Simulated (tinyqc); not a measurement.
## Trap density from two Hall measurements

Question. p-type body, charge-sheet picture, full ionisation (an idealisation for deep acceptors), Boltzmann statistics for free electrons. e = Ec - EF at the surface. psi = Eg - Vt ln(Nv/Na) - e; N_dep = sqrt(2 eps0 eps_r Na (psi - Vt)/q); n_f = sqrt(N_dep^2 + 2 eps0 eps_r Vt Nc exp(-e/Vt)/q) - N_dep; Vg = Vfb + psi + q (N_dep + n_t + n_f)/Cox, Cox = eps0 eox/tox. Find e and n_t at both points and the mean trap density between them.

Parameters, values chosen for the exercise; band and dielectric values close to those of 4H silicon carbide: temperature T = 300 K; band gap Eg = 3.2 eV; relative permittivity eps_r = 9.74; conduction-band density of states at T Nc = 1.73e19 cm^-3; valence-band density of states at T Nv = 2.53e19 cm^-3; relative permittivity of the insulator eox = 3.9; insulator thickness tox = 34 nm; acceptor density Na = 5e16 cm^-3; flat-band voltage without trapped charge Vfb = -1.98 V.

Constants: q = 1.602176634e-19 C, kB = 1.380649e-23 J/K, Vt = kB T/q, eps0 = 8.8541878128e-14 F/cm where lengths are in cm. Results are converted to the units shown.

Vg (V): [3.3128668, 3.9352251]
free sheet density from the Hall effect (cm^-2): [1.1180114e9, 1.5841402e10]

Answer. Each n_f fixes e; what the gate voltage holds beyond psi, N_dep and n_f is trapped; the difference quotient is the density, smeared over a few Vt.

e (eV): [0.1930, 0.1240]
n_t (cm^-2): [3.179e11, 6.389e11]
mean trap density = 4.653e12 cm^-2 eV^-1

Program tinyqc, `OMP_NUM_THREADS=1 python tinyqc.py 2222245 2222246 out.jsonl`; Intel Xeon 2.30GHz, shared host, one thread, about 0.02 s.
